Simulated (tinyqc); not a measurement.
# Undoped gate-all-around wire MOSFET, analytic charge model: what changes with what

An undoped round wire of radius R under an insulator shell and a surrounding gate; long channel, electrons only, n = ni exp((psi - V)/Vt) with V the quasi-Fermi potential (0 at the source, Vd at the drain), constant mobility, no quantisation. The radial Poisson equation gives n(r) = n(0)/(1 - (1 - b) r^2/R^2)^2 with b = Q0/(Q + Q0). Q is the electron charge per area of the wire surface.

Values chosen for this exercise; material values those of a made-up semiconductor: temperature T = 350 K; band gap Eg = 1.02 eV; relative permittivity of the semiconductor eps_r = 14.1; conduction-band density of states at T Nc = 3.38e19 cm^-3; valence-band density of states at T Nv = 3.94e19 cm^-3; relative permittivity of the gate insulator eox = 8.69; insulator thickness tox = 5.9 nm; wire radius R = 6 nm; gate work function less that of the intrinsic body dphi = -0.15 V; channel mobility mu = 430 cm^2/(V s); gate length L = 0.1 um; drain voltage Vd = 1 V.

Constants: q = 1.602176634e-19 C, kB = 1.380649e-23 J/K, Vt = kB T/q, eps0 = 8.8541878128e-14 F/cm where lengths are in cm. Results are converted to the units shown.

Each table varies one quantity; the others keep the values above.

## Output curve

ni = sqrt(Nc Nv) exp(-Eg/(2 Vt)), Eg in volts; Cox = eps0 eox/(R ln(1 + tox/R)); Q0 = 4 eps0 eps_r Vt/R; V0 = dphi + Vt ln[8 eps0 eps_r Vt/(q ni R^2)]. Q solves Vg - V0 - V = Q/Cox + Vt ln(Q/Q0) + Vt ln(1 + Q/Q0). I = mu (2 pi R/L)[2 Vt (Qs - Qd) + (Qs^2 - Qd^2)/(2 Cox) + Vt Q0 ln((Qd + Q0)/(Qs + Q0))], with Qs at V = 0 and Qd at V = Vd.

In this table Vg = 0.6 V.

Output curve:
```
Vd (V)	Qd (nC/cm^2)	Qd/Qs	I (uA)
0.06	373.1	0.8020	4.074
0.11	299.1	0.6429	6.796
0.16	228.4	0.4910	8.931
0.22	149.9	0.3223	10.76
0.27	92.39	0.1986	11.74
0.32	46.14	0.09918	12.29
0.38	12.82	0.02756	12.56
0.43	3.018	0.006488	12.61
0.48	0.6060	0.001303	12.63
```

What does the table show?

The current rises from 4.07 to 12.6 uA, while the charge at the drain end falls from 0.80 to 0.0013 of that at the source. The current first comes within 1 % of its last value at Vd = 0.38 V among the rows. In every row the surface density at the source passes 0.3 Nc, where Boltzmann statistics fail. For Vd = 0.11 to 0.48 V mu V/L, with V the smaller of Vd and Vg - V0, passes 3e6 cm/s, so velocity saturation would lower the current. In every row the body is thin enough for quantum confinement, left out here, to raise the threshold.

## Effect of the wire radius

I = mu (2 pi R/L)[2 Vt (Qs - Qd) + (Qs^2 - Qd^2)/(2 Cox) + Vt Q0 ln((Qd + Q0)/(Qs + Q0))], with Qs at V = 0 and Qd at V = Vd.  I(low) is taken at Vg = 0.05 V, Qs and I(high) at Vg = 0.8 V.

Result of one run:
```
R (nm)	V0 (V)	I(low) (nA)	Qs(high) (nC/cm^2)	I(high) (uA)
3.9	0.3273	0.1245	881.9	23.28
```

What becomes of these results when the wire radius R is changed from 3.9 to 7.7 nm, all else the same?

Result of the changed run:
```
R (nm)	V0 (V)	I(low) (nA)	Qs(high) (nC/cm^2)	I(high) (uA)
7.7	0.2863	0.4850	747.9	40.58
```

The whole series:
```
R (nm)	V0 (V)	I(low) (nA)	Qs(high) (nC/cm^2)	I(high) (uA)
2	0.3676	0.03275	1102	14.21
2.8	0.3473	0.06418	977.8	18.11
3.9	0.3273	0.1245	881.9	23.28
5.5	0.3066	0.2475	805.2	30.63
7.7	0.2863	0.4850	747.9	40.58
11	0.2648	0.9892	702.4	55.37
15	0.2461	1.838	672.7	73.23
```

As R goes from 2 to 15 nm, I(low) rises from 0.0327 to 1.84 nA and I(high) rises from 14.2 to 73.2 uA. On average I(low) goes as R^(2.00) and I(high) goes as R^(0.81). Below threshold the charge is proportional to the cross-section of the body; above it the insulator sets the charge. In every row the surface density at the source at the higher gate voltage passes 0.3 Nc, where Boltzmann statistics fail. In every row mu V/L at the higher gate voltage, with V the smaller of Vd and Vg - V0, passes 3e6 cm/s, so velocity saturation would lower the current. For R = 2 to 5.5 nm the body is thin enough for quantum confinement, left out here, to raise the threshold.

## Effect of the gate work function less that of the intrinsic body

Same model as above.

Result of one run:
```
dphi (V)	V0 (V)	I(low) (nA)	Qs(high) (nC/cm^2)	I(high) (uA)
-0.15	0.30136	0.29457	788.84	32.902
```

What becomes of these results when the gate work function less that of the intrinsic body dphi is changed from -0.15 to -0.3 V, all else the same?

Result of the changed run:
```
dphi (V)	V0 (V)	I(low) (nA)	Qs(high) (nC/cm^2)	I(high) (uA)
-0.3	0.15136	39.189	1041.7	55.146
```

The whole series:
```
dphi (V)	V0 (V)	I(low) (nA)	Qs(high) (nC/cm^2)	I(high) (uA)
-0.3	0.15136	39.189	1041.7	55.146
-0.25	0.20136	7.9762	956.76	47.047
-0.2	0.25136	1.5416	872.42	39.634
-0.15	0.30136	0.29457	788.84	32.902
-0.1	0.35136	0.056163	706.14	26.844
-0.05	0.40136	0.010704	624.49	21.452
0	0.45136	0.0020397	544.08	16.718
```

As dphi goes from -0.3 to 0 V, I(low) falls from 39.2 to 0.00204 nA and I(high) falls from 55.1 to 16.7 uA. V0 rises from 0.151 to 0.451 V. In every row the surface density at the source at the higher gate voltage passes 0.3 Nc, where Boltzmann statistics fail. In every row mu V/L at the higher gate voltage, with V the smaller of Vd and Vg - V0, passes 3e6 cm/s, so velocity saturation would lower the current. In every row the body is thin enough for quantum confinement, left out here, to raise the threshold.

Computed by the program tinyqc: `OMP_NUM_THREADS=1 python tinyqc.py 2460008 2460009 out.jsonl`, one thread of a shared Intel Xeon 2.30GHz, about 0.01 s for the whole run.
